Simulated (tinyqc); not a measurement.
# Schottky barrier on an n-type semiconductor, non-linear Poisson equation by Newton steps: effects of single changes

One dimension, metal at x = 0, donor density C(x) = Nd, uniform. Energies are counted from the electron Fermi level of the semiconductor and the conduction-band edge is Ec = -psi, so n = Nc exp(psi/Vt); holes follow the Fermi level of the metal, at -V, so p = Nv exp((V - psi - Eg)/Vt). Ends: psi(0) = V - phiB and psi = Vt ln(Nd/Nc) deep inside. Boltzmann statistics, full ionisation, no current, no image force in the Poisson equation.

Inputs (values chosen for the exercise); band and dielectric values close to those of indium phosphide:
- T = 250 K (temperature)
- Eg = 1.35 eV (band gap)
- eps_r = 12.3 (relative permittivity)
- Nc = 4.29e17 cm^-3 (conduction-band density of states at T)
- Nv = 8.44e18 cm^-3 (valence-band density of states at T)
- Nd = 5.8e15 cm^-3 (donor density deep in the semiconductor)
- phiB = 0.63 eV (barrier height)
- V = -1.1 V (bias of the metal against the semiconductor)

Constants: q = 1.602176634e-19 C, kB = 1.380649e-23 J/K, Vt = kB T/q, eps0 = 8.8541878128e-14 F/cm where lengths are in cm. Results are converted to the units shown.

Each table varies one quantity; the others keep the values above.

## Capacitance-voltage profiling

The Poisson equation d/dx(eps0 eps_r dpsi/dx) = -q (p - n + C) is solved on a mesh of about 1000 nodes or more that ends in neutral material. C_s = q d/dV of the integral of n over x, from the linearised equation. Probed depth w = eps0 eps_r/C_s; apparent doping N_app = C_s^3/(q eps0 eps_r dC_s/dV), the derivative by central differences over +/- 0.02 V.

The same in every row: true C(w) (cm^-3) = 5.800e15.

Capacitance-voltage profiling:
```
V (V)	C_s (nF/cm^2)	w (nm)	N_app (cm^-3)	|E_0| (kV/cm)
0	31.32	347.7	5.795e15	29.67
-0.22	26.23	415.3	5.797e15	35.43
-0.44	23.01	473.3	5.798e15	40.39
-0.67	20.66	527.2	5.799e15	44.98
-0.89	18.97	574.0	5.799e15	48.98
-1.11	17.64	617.3	5.799e15	52.67
-1.33	16.56	657.7	5.800e15	56.12
-1.56	15.61	697.5	5.800e15	59.52
-1.78	14.85	733.6	5.800e15	62.59
-2	14.18	767.9	5.800e15	65.52
```

Read the table: what changes, and by how much?

C_s falls from 31.3 to 14.2 nF/cm^2 while the probed depth goes from 348 to 768 nm. The apparent doping stays near 5.80e15 cm^-3. It departs most from the true doping at that depth for V = 0 V, where it is 0.094 % below it; so the doping is read well over the depths probed, the small gap being the error of the finite difference in V.

## Effect of the relative permittivity

First integral for uniform doping: E_0^2 = (2 q/(eps0 eps_r)) [Nd (U - Vt + Vt exp(-U/Vt)) + Vt p_0], U = Vbi - V, Vbi = phiB - Vt ln(Nc/Nd), p_0 = Nv exp((phiB - Eg)/Vt) (deep holes neglected). Image-force lowering dphi = sqrt(q E_0/(4 pi eps0 eps_r)), at x_m = sqrt(q/(16 pi eps0 eps_r E_0)). W = sqrt(2 eps0 eps_r U/(q Nd)).

The same in every row: Vbi (V) = 0.53729; p_0/Nd = 4.4499e-12.

Results:
```
eps_r	W (nm)	E_0 (kV/cm)	dphi (mV)	exp(dphi/Vt)
6	432.67	75.183	42.478	7.1831
8	499.61	65.110	34.234	4.8992
12	611.89	53.162	25.257	3.2297
14	660.92	49.219	22.500	2.8417
16	706.55	46.040	20.356	2.5725
18	749.41	43.407	18.635	2.3750
20	789.95	41.179	17.219	2.2239
```

Estimate the missing row, eps_r = 10.

Computed row:
```
eps_r	W (nm)	E_0 (kV/cm)	dphi (mV)	exp(dphi/Vt)
10	558.58	58.237	28.958	3.8351
```

With this row back in the table: As eps_r goes from 6 to 20, the surface field falls from 75.2 to 41.2 kV/cm, the lowering falls from 42.5 to 17.2 mV and W rises from 433 to 790 nm. Over the table the lowering goes as eps_r^(-0.75); the depletion formulas give -3/4.

Numbers from tinyqc (`OMP_NUM_THREADS=1 python tinyqc.py 2020167 2020168 out.jsonl`; about 0.06 s on one thread of a shared Intel Xeon 2.30GHz).
